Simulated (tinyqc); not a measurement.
## Carrier lifetime of a p-type layer with SRH, radiative, Auger and surface recombination: lifetime against injection

Uniform excess density dn = dp (no trapping), n = n0 + dn, p = p0 + dn, Boltzmann statistics, full ionisation. Surfaces enter as a rate 2 S dn/d, which holds while diffusion to them is fast.

ni = sqrt(Nc Nv) exp(-Eg/(2 Vt)), Eg in volts; majority density N/2 + sqrt(N^2/4 + ni^2), n0 p0 = ni^2; n1 = Nc exp(-Et/Vt), p1 = Nv exp((Et - Eg)/Vt); tn0 = 1/(sn vth Nt), tp0 = 1/(sp vth Nt). With e = n p - ni^2 = dn (n0 + p0 + dn): U_SRH = e/(tp0 (n + n1) + tn0 (p + p1)), U_rad = B e, U_Aug = (Cn n + Cp p) e, U_s = 2 S dn/d. Each tau is dn over its rate; tau = dn/U with U the sum.

Parameters, values chosen for the exercise; band and dielectric values close to those of silicon:

| symbol | value | unit | meaning |
|---|---|---|---|
| T | 300 | K | temperature |
| Eg | 1.13 | eV | band gap |
| Nc | 2.82e19 | cm^-3 | conduction-band density of states at T |
| Nv | 2.68e19 | cm^-3 | valence-band density of states at T |
| B | 4.7e-15 | cm^3/s | radiative coefficient |
| N | 2.2e16 | cm^-3 | acceptor density |
| Cn | 3.3e-31 | cm^6/s | Auger coefficient (two electrons) |
| Cp | 1.2e-31 | cm^6/s | Auger coefficient (two holes) |
| Nt | 1.2e11 | cm^-3 | trap density |
| sn | 7e-14 | cm^2 | capture cross-section for electrons |
| sp | 8e-15 | cm^2 | capture cross-section for holes |
| vth | 1.2e7 | cm/s | thermal velocity (both carriers) |
| Et | 0.38 | eV | trap level below the conduction band |
| S | 1000 | cm/s | surface recombination velocity (both faces) |
| d | 20 | um | sample thickness |

Constants: q = 1.602176634e-19 C, kB = 1.380649e-23 J/K, Vt = kB T/q. Results are converted to the units shown.

The same in every row: tau_s (s) = 1.000e-6.

Lifetime against injection:
```
dn (cm^-3)  tau_SRH (s)  tau_rad (s)  tau_Aug (s)   tau (s)  radiative share (%)  largest path
1e11           9.967e-6     0.009671      0.01722  9.087e-7             0.009396       surface
1e12           9.971e-6     0.009671      0.01721  9.087e-7             0.009397       surface
1e13           1.001e-5     0.009667      0.01718  9.090e-7             0.009403       surface
1e14           1.036e-5     0.009627      0.01685  9.118e-7             0.009471       surface
1e15           1.374e-5     0.009251      0.01407  9.320e-7              0.01007       surface
1e16           3.708e-5     0.006649     0.004377  9.734e-7              0.01464       surface
1e17           8.108e-5     0.001744     1.721e-4  9.816e-7              0.05629       surface
1e18           9.486e-5     2.082e-4     2.162e-6  6.766e-7               0.3250       surface
1e19           9.654e-5     2.123e-5     2.216e-8  2.165e-8               0.1020         Auger
```

Surface recombination leads at dn = 1e11, Auger from 1e19 on. The total lifetime goes from 9.09e-7 through a maximum of 9.82e-7 (at dn = 1e17 among the rows listed) to 2.17e-8 s. tau_SRH goes from 9.97e-6 s (low-injection limit 9.97e-6 s) to 9.65e-5 s (high-injection limit tn0 + tp0 = 9.67e-5 s). Between the last two rows tau_rad goes as dn^(-0.99) and tau_Aug as dn^(-1.99); the radiative share goes from 0.00940 through a maximum of 0.325 (at dn = 1e18 among the rows listed) to 0.102 %. For dn = 1e19 the carriers are degenerate, where B and the Auger coefficients no longer stay constant.

tinyqc, about 0.01 s, one thread, Intel Xeon 2.30GHz (shared host): `OMP_NUM_THREADS=1 python tinyqc.py 2300013 2300014 out.jsonl`
